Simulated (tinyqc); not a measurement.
Smearing for a one-band metal on the square lattice, step by step. Values are carried at full precision from step to step, so a last printed digit may differ when a step is redone from the rounded ones.

Lattice vectors (units of a): a1 = (1, 0), a2 = (0, 1). E(k) = -t A_1(k) - t2 A_2(k), A_m the sum of cos(k . R) over the 4 nearest and 4 second lattice vectors. Mesh k = sum (j_i/N) b_i, j_i = 0 .. N-1.

Parameters, chosen for this exercise:
- t = 1.12 eV (nearest hopping)
- t2 = -0.26 eV (second hopping)
- N = 8 (unshifted mesh)
- ne = 0.64 (electrons per cell)
- sigma = 0.112 eV (width)

## Levels on the mesh

Evaluate the band and collect equal energies with their counts.

Distinct levels:
```
E_k (eV)  points
-3.4400        1
-3.0885        4
-2.6478        4
-2.2400        4
-1.5839        8
-1.3915        4
-1.0400        2
-0.5200        8
-0.0793        4
0.0000         4
1.5839         8
2.2400         4
3.6878         4
4.5593         4
5.5200         1
```

15 distinct levels; the mean spacing is 0.640 eV.

## Fermi level with Methfessel-Paxton (first order) smearing

With x = (E_k - mu)/sigma: Methfessel-Paxton (first order) f = erfc(x)/2 - x exp(-x^2)/(2 sqrt(pi)), s = (1 - 2 x^2) exp(-x^2)/(4 sqrt(pi)). With weights w = points/N^d (d the dimension), mu solves 2 sum w f = ne; E = 2 sum w f E_k, S = 2 sum w s, F = E - sigma S.

Weights w = points/total. Bisection from the lowest and highest level; ten steps are shown.

Bisection:
```
step  low (eV)  high (eV)  mu (eV)  electrons
1      -3.4400     5.5200   1.0400     1.3437
2      -3.4400     1.0400  -1.2000     0.7816
3      -3.4400    -1.2000  -2.3200     0.2857
4      -2.3200    -1.2000  -1.7600     0.4002
5      -1.7600    -1.2000  -1.4800     0.6618
6      -1.7600    -1.4800  -1.6200     0.4660
7      -1.6200    -1.4800  -1.5500     0.5883
8      -1.5500    -1.4800  -1.5150     0.6338
9      -1.5150    -1.4800  -1.4975     0.6495
10     -1.5150    -1.4975  -1.5063     0.6422
```

## Occupations and energies

Converge mu, then list x, f and s of each level and form the sums.

mu = -1.5087 eV

x, f and s of each level:
```
E_k (eV)       x        f        s
-3.4400   -17.24   1.0000   0.0000
-3.0885   -14.11   1.0000   0.0000
-2.6478   -10.17   1.0000   0.0000
-2.2400    -6.53   1.0000   0.0000
-1.5839    -0.67   0.9497   0.0087
-1.3915     1.05  -0.0293  -0.0562
-1.0400     4.18   0.0000   0.0000
-0.5200     8.83   0.0000   0.0000
-0.0793    12.76   0.0000   0.0000
0.0000     13.47   0.0000   0.0000
1.5839     27.61   0.0000   0.0000
2.2400     33.47   0.0000   0.0000
3.6878     46.40   0.0000   0.0000
4.5593     54.18   0.0000   0.0000
5.5200     62.76   0.0000   0.0000
```

E = -1.4755 eV
S = -0.0048
F = -1.4750 eV
(E + F)/2 = -1.4752 eV

Levels with f between 0.001 and 0.999: 1. f leaves the range 0 to 1: it runs from -0.0293 to 1.0000. For this scheme F itself has no term in sigma^2, so F is the estimate of the energy at zero width. That argument needs a smooth density of states, and the number of distinct levels within 2 sigma of mu is only 2, so it may fail on this mesh.

## Checks

- The slope dF/d sigma by finite differences against -S: both 0.0048345.
- The slope dF/d ne by finite differences against mu (eV): both -1.5087.

tinyqc: `OMP_NUM_THREADS=1 python tinyqc.py 1651894 1651895 out.jsonl`; about 0.1 s, one thread, shared Intel(R) Xeon(R) Processor @ 2.30GHz.
